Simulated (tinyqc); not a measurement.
# Double-gate transistor, scale length and short-channel effects: several studies

A body of thickness ts between two insulators of thickness ti and two tied gates. Below threshold the potential that source and drain add obeys Laplace's equation and vanishes on the gate. Its lowest mode decays along the channel as exp(-k y); k is the smallest positive root of the matching condition at the interface, and the scale length is Lambda = pi/k.

Values chosen for this exercise; permittivities: semiconductor close to that of silicon, insulator close to that of silicon nitride: temperature T = 300 K; relative permittivity of the semiconductor eps_r = 11.9; relative permittivity of the insulator ei = 7.28; insulator thickness ti = 2.2 nm; body thickness ts = 3.3 nm; channel length L = 16 nm; potential of the source Vbi = 1 V; potential of the barrier top at threshold sT = 0.52 V; drain voltage Vds = 0.6 V.

Constants: q = 1.602176634e-19 C, kB = 1.380649e-23 J/K, Vt = kB T/q. Results are converted to the units shown.

Each table varies one quantity; the others keep the values above.

## A higher permittivity at fixed equivalent oxide thickness

k is the smallest positive root of f(k) = ei cos(k ti) cos(k ts/2) - eps_r sin(k ti) sin(k ts/2). Along the channel psi(y) = s + a exp(y/l) + b exp(-y/l) with psi(0) = Vbi, psi(L) = Vbi + Vds and l = 1/k = Lambda/pi; with A = Vbi - s, B = A + Vds, x = exp(-L/l): a = (B - A x) x/(1 - x^2), b = (A - B x)/(1 - x^2). The minimum is s + 2 sqrt(a b), at y = (l/2) ln(b/a). The long-channel potential follows the gate as s = sT + (Vg - VTL)/m, and the threshold VT is the gate voltage at which the minimum equals sT. Swing = m Vt ln 10/g at threshold, g = d(minimum)/ds = 1 - (b x + a)/((1 + x) sqrt(a b)). DIBL = [VT(0.05 V) - VT(Vds)]/(Vds - 0.05 V). sT and Vbi are held fixed; m = 1. The equivalent oxide thickness 3.9 ti/ei is held at 1.2 nm, so ti = 1.2 ei/3.9 nm.

Results:

| ei | ti (nm) | Lambda (nm) | L/Lambda | DIBL (mV/V) | swing (mV/decade) |
|---|---|---|---|---|---|
| 3.9 | 1.200 | 8.544 | 1.873 | 47.35 | 67.06 |
| 7.5 | 2.308 | 9.225 | 1.734 | 60.77 | 69.13 |
| 10 | 3.077 | 9.949 | 1.608 | 76.87 | 71.58 |
| 15 | 4.615 | 11.91 | 1.343 | 129.6 | 79.47 |
| 20 | 6.154 | 14.33 | 1.117 | 212.2 | 91.54 |

Estimate the missing row, ei = 5.

Computed row:

| ei | ti (nm) | Lambda (nm) | L/Lambda | DIBL (mV/V) | swing (mV/decade) |
|---|---|---|---|---|---|
| 5 | 1.538 | 8.706 | 1.838 | 50.38 | 67.53 |

With this row back in the table: As ei goes from 3.9 to 20, Lambda rises from 8.54 to 14.3 nm, DIBL rises from 47.3 to 212 mV/V and the swing rises from 67.1 to 91.5 mV a decade. The ratio ei/ti is the same in every row, yet the insulator grows from 1.20 to 6.15 nm, and drain fields reach the channel sideways through it. For ei = 15 to 20 L is under 1.5 Lambda, where higher modes, left out of the one-mode potential, count. In every row the semiconductor is under 4 nm thick, where quantum confinement shifts the threshold.

## Effect of the body thickness

Same model as above.

Effect of the body thickness:

| ts (nm) | Lambda (nm) | L/Lambda | VT - VTL at Vds (mV) | DIBL (mV/V) | swing (mV/decade) |
|---|---|---|---|---|---|
| 1.3 | 6.418 | 2.493 | -29.96 | 16.43 | 62.19 |
| 1.6 | 6.846 | 2.337 | -38.73 | 21.28 | 62.97 |
| 2.1 | 7.533 | 2.124 | -55.36 | 30.53 | 64.43 |
| 2.6 | 8.193 | 1.953 | -74.22 | 41.07 | 66.08 |
| 3.2 | 8.956 | 1.787 | -99.45 | 55.26 | 68.28 |
| 4 | 9.936 | 1.610 | -137.0 | 76.55 | 71.53 |
| 4.9 | 11.00 | 1.455 | -184.2 | 103.5 | 75.59 |

Read the table: what changes, and by how much?

As ts goes from 1.3 to 4.9 nm, Lambda rises from 6.42 to 11.0 nm, DIBL rises from 16.4 to 103 mV/V and the swing rises from 62.2 to 75.6 mV a decade. On average Lambda goes as ts^(0.41). At ts = 4.9 nm L is under 1.5 Lambda, where higher modes, left out of the one-mode potential, count. For ts = 1.3 to 3.2 nm the semiconductor is under 4 nm thick, where quantum confinement shifts the threshold.

## Effect of the relative permittivity of the insulator

Same model as above.

Effect of the relative permittivity of the insulator:

| ei | Lambda (nm) | L/Lambda | VT - VTL at Vds (mV) | DIBL (mV/V) | swing (mV/decade) |
|---|---|---|---|---|---|
| 3.9 | 11.559 | 1.3842 | -211.57 | 119.19 | 77.927 |
| 5.7 | 9.9429 | 1.6092 | -137.34 | 76.725 | 71.560 |
| 8.5 | 8.5979 | 1.8609 | -87.169 | 48.339 | 67.214 |
| 12 | 7.6801 | 2.0833 | -59.328 | 32.738 | 64.781 |
| 18 | 6.8348 | 2.3410 | -38.493 | 21.152 | 62.948 |
| 27 | 6.1924 | 2.5838 | -25.827 | 14.152 | 61.827 |
| 40 | 5.7213 | 2.7966 | -18.292 | 10.006 | 61.158 |

Read the table: what changes, and by how much?

As ei goes from 3.9 to 40, Lambda falls from 11.6 to 5.72 nm, DIBL falls from 119 to 10.0 mV/V and the swing falls from 77.9 to 61.2 mV a decade. On average Lambda goes as ei^(-0.30). At ei = 3.9 L is under 1.5 Lambda, where higher modes, left out of the one-mode potential, count. In every row the semiconductor is under 4 nm thick, where quantum confinement shifts the threshold.

Numbers from tinyqc (`OMP_NUM_THREADS=1 python tinyqc.py 2420065 2420066 out.jsonl`; about 0.01 s on one thread of a shared Intel Xeon 2.30GHz).
